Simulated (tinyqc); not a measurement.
MOSFET in saturation, small-signal circuit and noise: effect of the inversion coefficient on speed and noise.

Bias by the inversion coefficient IC = I/Ispec (charge-based model with velocity saturation; weak inversion below 0.1, strong above 10). Common-source circuit: gm, gds, Cgs, Cgd and Cj at the inner nodes, Rg in series with the gate; quasi-static, no source or drain resistance, no gate-body capacitance, no substrate network, no induced gate noise, so fmax is an upper estimate.

Ispec = 2 n mu Cox (W/L) Vt^2, lc = Ls/L, gms = [sqrt((lc IC + 1)^2 + 4 IC) - 1]/[2 + lc (lc IC + 1)], gm = gms Ispec/(n Vt), gds = sg gm. qs = [sqrt(1 + 4 IC) - 1]/2, Cgs = Cox W L qs (2 qs + 3)/(3 (qs + 1)^2) + Cov W, Cgd = Cov W, Cd = Cj W, Rg = Rsh (Wf/L)/(12 Nf) + Rc/W with Nf = W/Wf fingers (not rounded) contacted at both ends. fT = gm/(2 pi (Cgs + Cgd)), fmax = fT/(2 sqrt(Rg (gds + 2 pi fT Cgd))). Channel noise Sid = 4 kB T gam n gm with gam = (1/2 + (2/3) qs)/(1 + qs) + gw lc IC, qs = [sqrt(1 + 4 IC) - 1]/2, lc = Ls/L (the last term an empirical rise with velocity saturation); at the gate, white noise Sw = Sid/gm^2 + 4 kB T Rg. Number fluctuation with correlated mobility: S(f) = K/f, K = q^2 Vt lt Nt/(W L Cox^2) (1 + ac mu Cox I/gm)^2, Vt in eV with Nt per eV. Corner fc = K/Sw. IC is held fixed.

Parameters, values chosen for the exercise:
```
symbol,value,unit,meaning
T,325,K,temperature
L,350,nm,gate length
W,40,um,total gate width
Cox,2.29,uF/cm^2,gate capacitance
mu,290,cm^2/(V s),mobility
n,1.36,,slope factor
Ls,25,nm,velocity-saturation length
sg,0.0086,,ratio gds/gm
Cov,0.41,fF/um,overlap and fringe capacitance per side
Cj,0.73,fF/um,drain junction capacitance
Rsh,15,ohm,sheet resistance of the gate
Wf,2,um,finger width
Rc,200,ohm um,gate contact and vertical resistance
gw,0.13,,short-channel excess of the noise factor
Nt,1.4e18,cm^-3 eV^-1,oxide trap density
lt,0.1,nm,tunnelling length into the oxide
ac,3000,V s/C,Coulomb scattering coefficient
```

Constants: q = 1.602176634e-19 C, kB = 1.380649e-23 J/K, Vt = kB T/q. Results are converted to the units shown.

The same in every row: Rg (ohm) = 5.357.

Result of one run:
```
I (uA)  fT (GHz)  fmax (GHz)  sqrt(Sw) (nV/Hz^0.5)  fc (MHz)
1619       8.435       58.66                 1.290     13.71
```

Which inversion coefficient IC gave this result: 0.03, 1, 3 or 10?

IC = 10.

The whole series:
```
IC    I (uA)  fT (GHz)  fmax (GHz)  sqrt(Sw) (nV/Hz^0.5)  fc (MHz)
0.03   4.858    0.4714       14.45                 9.983    0.1599
0.1    16.19     1.048       21.46                 5.698    0.4954
0.3    48.58     1.783       27.76                 3.591     1.274
1      161.9     2.960       35.34                 2.341     3.162
3      485.8     4.812       44.62                 1.699     6.587
10      1619     8.435       58.66                 1.290     13.71
30      4858     14.01       75.31                 1.106     24.78
```

As IC goes from 0.03 to 30, fT rises from 0.471 to 14.0 GHz, fmax rises from 14.5 to 75.3 GHz, the white noise falls from 9.98 to 1.11 nV/Hz^0.5 and the corner rises from 0.160 to 24.8 MHz. In every row fmax exceeds 4 fT, where channel resistance and substrate losses, left out here, would cap it.

Computed by the program tinyqc: `OMP_NUM_THREADS=1 python tinyqc.py 2150066 2150067 out.jsonl`, one thread of a shared Intel Xeon 2.30GHz, about 0.01 s for the whole run.
